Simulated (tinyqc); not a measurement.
Effective mass of the conduction band from tabulated energies, step by step. Values are carried at full precision from step to step, so a last printed digit may differ when a step is redone from the rounded ones.

c = hbar^2/2m0.
Constants: hbar^2/2m0 = 3.80998211 eV angstrom^2; kB = 8.617333262e-05 eV/K.

Values chosen for the exercise (out of a larger set: band of an eight-band Kane model near InSb; not measured data): T = 77 K (temperature).

## Finite differences

Energies along [100], from the band edge:

| k (1/angstrom) | E (meV) |
|---|---|
| 0.00000 | 0.0000 |
| 0.00150 | 0.6197 |
| 0.00300 | 2.4614 |
| 0.00450 | 5.4753 |
| 0.00600 | 9.5857 |
| 0.00750 | 14.6998 |
| 0.00900 | 20.7170 |
| 0.01050 | 27.5358 |
| 0.01200 | 35.0598 |

reference mass (curvature of the model at k = 0.0001 1/angstrom) = 0.01380 m0

The band is even in k. m = c k^2/E(k) from the points 1, 2, 4 (k = 0 is point 0); Richardson from points 1 and 2: c/m = [16 E(k1) - E(k2)]/(12 k1^2).

m from points 1, 2, 4 (m0): 0.01383  0.01393  0.01431

m by Richardson = 0.01380 m0

Errors against the reference: +0.24, +0.95 and +3.69 % and +0.01 %. The extrapolation removes the k^4 term.

## Least squares over all points

Fit E = a k^2 (a = sum k^2 E/sum k^4), then E = a k^2 + b k^4 from the normal equations; E in eV; m = c/a.

sums of k^4, k^6, k^8: 4.4408e-08  5.0912e-12  6.3264e-16

sums of k^2 E, k^4 E: 1.1069e-05  1.2590e-09

a, one term = 249.25 eV angstrom^2

a and b, two terms: 272.6  -2.041e+05

m, one and two terms (m0): 0.01529  0.01397

The parabola over all points errs by +10.8 % because the weights k^4 favour the outer points; the second term brings the error to +1.3 %.

## The non-parabolic form

E (1 + alpha E) = c k^2/m means that y = c k^2/E is a straight line in E with intercept m and slope m alpha. Fit the line by unweighted least squares over points 1 to 8, E in eV.

y (m0): 0.01383  0.01393  0.01409  0.01431  0.01458  0.01490  0.01525  0.01565

m = 0.01380 m0
alpha = 3.820 1/eV

The intercept errs by +0.02 %. The model has Eg = 0.239 eV, and for two bands alpha is near 1/Eg = 4.18 1/eV.

## Which mass for which use

From the fitted m and alpha: momentum mass at energy E, m (1 + 2 alpha E); curvature mass m (1 + 2 alpha E)^3; thermal factors to first order in alpha kT: density of states Nc (1 + 15 alpha kT/4), conductivity mass m (1 + 5 alpha kT). Take E = 3 kT/2.

alpha kT = 0.0253
momentum mass = 0.01485 m0
curvature mass = 0.01720 m0
factor on Nc = 1.0951
thermal conductivity mass = 0.01555 m0

alpha kT is small, so first order serves.

## Checks

- Two-term fit by normal equations against a least-squares routine: both 272.647.

(tinyqc, `OMP_NUM_THREADS=1 python tinyqc.py 1881048 1881049 out.jsonl`, Intel(R) Xeon(R) Processor @ 2.30GHz, 1 thread, shared host, about 0.01 s.)
